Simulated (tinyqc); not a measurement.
Wafer bonding and layer transfer: bond energy, gap closing, particles, bonding of dissimilar wafers and hydrogen blisters: one step, computed by the program tinyqc. Command: `OMP_NUM_THREADS=1 python tinyqc.py 3019039 3019040 out.jsonl bond walk`. One thread of a shared host (Intel(R) Xeon(R) Processor @ 2.30GHz), about 0.01 s of CPU time with the checks.

gamma is the energy per area of each of the two surfaces; plates are isotropic.

Question. Does a shallow gap close? E' = E1/(1 - nu^2), equal wafers of thickness t1 assumed. A gap of radius R closes if h_g < h_c: h_c = R^2/sqrt((2/3) E' t1^3/gamma) for R > 2 t1 (plate bending), h_c = 3.6 sqrt(R gamma/E') for R < 2 t1 (local deformation).

Inputs (values chosen for the exercise, with wafer 1 close to silicon): Young's modulus E1 = 161 GPa; Poisson ratio nu = 0.22; thickness t1 = 625 micrometre; radius of a shallow gap R = 0.51 mm; half height of the gap h_g = 0.58 nm.

bond energy gamma = 0.9123975 J/m^2

Give: closable height h_c; h_g/h_c.

Answer.

closable height h_c = 188.80 nm

h_g/h_c = 0.0030721

The gap closes.
